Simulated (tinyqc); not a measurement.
Hopping conduction between localised states: one step, computed by the program tinyqc. Command: `OMP_NUM_THREADS=1 python tinyqc.py 3030092 3030093 out.jsonl hop walk`. One thread of a shared host (Intel(R) Xeon(R) Processor @ 2.30GHz), about 0.01 s of CPU time with the checks.

Energies are counted from the Fermi level. A small network shows the mechanism; the laws of an infinite system follow.

Problem. Critical path. Critical exponent s_c: the smallest value such that bonds with s_ij <= s_c connect site 1 with site 7.

Inputs (values chosen for the exercise, for a model amorphous semiconductor): temperature T = 18 K.

Dimension: 2D.

s_ij:
```
          1         2         3         4         5         6         7
1   0.00000   5.13099   9.16253  11.42054  13.79426  20.22236  18.67733
2   5.13099   0.00000   4.64798   7.12480  10.43380  17.07195  15.42137
3   9.16253   4.64798   0.00000   8.49609  11.80648  18.44923  16.78458
4  11.42054   7.12480   8.49609   0.00000   6.33469  12.15672  11.93041
5  13.79426  10.43380  11.80648   6.33469   0.00000   7.72270   6.88125
6  20.22236  17.07195  18.44923  12.15672   7.72270   0.00000   7.82249
7  18.67733  15.42137  16.78458  11.93041   6.88125   7.82249   0.00000
```

Give: critical exponent s_c.

Solution.

critical exponent s_c = 7.1248
